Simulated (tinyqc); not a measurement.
From results back to parameters: Fermi-Dirac statistics of conduction electrons. Two cases, with inputs chosen for the exercise.

Problem. At zero temperature k_F = (3 pi^2 n)^(1/3) and E_F (1 + alpha E_F) = c k_F^2/m, c = hbar^2/2m0, m the density-of-states mass. The Fermi energies at two densities were computed from hidden m and alpha.

Constants: hbar^2/2m0 = 3.80998211 eV angstrom^2.

Find: k_F at nA and nB; m; alpha.

Method. c k^2 (1/m) - E^2 alpha = E is linear in 1/m and alpha; two densities give two equations.

Case 1.

Values chosen (out of a larger set: near those of GaAs, lowest valleys alone; not measured data): nA = 8e+17 1/cm^3; nB = 3e+18 1/cm^3.

E_F at nA = 0.045691 eV
E_F at nB = 0.106615 eV

Solution.

k_F at nA and nB (1/angstrom): 0.02872  0.04462

m = 0.0670 m0
alpha = 0.58 1/eV

Case 2.

Values chosen (out of a larger set: near those of InAs, lowest valleys alone; not measured data): nA = 3e+17 1/cm^3; nB = 1e+18 1/cm^3.

E_F at nA = 0.053582 eV
E_F at nB = 0.107509 eV

Solution.

k_F at nA and nB (1/angstrom): 0.02071  0.03094

m = 0.0271 m0
alpha = 2.34 1/eV

Computed by tinyqc, one run a case: `OMP_NUM_THREADS=1 python tinyqc.py N N+1 out.jsonl` with N = 1680715, 1680775; one thread of a shared Intel(R) Xeon(R) Processor @ 2.30GHz, about 0.01 s a run at most.
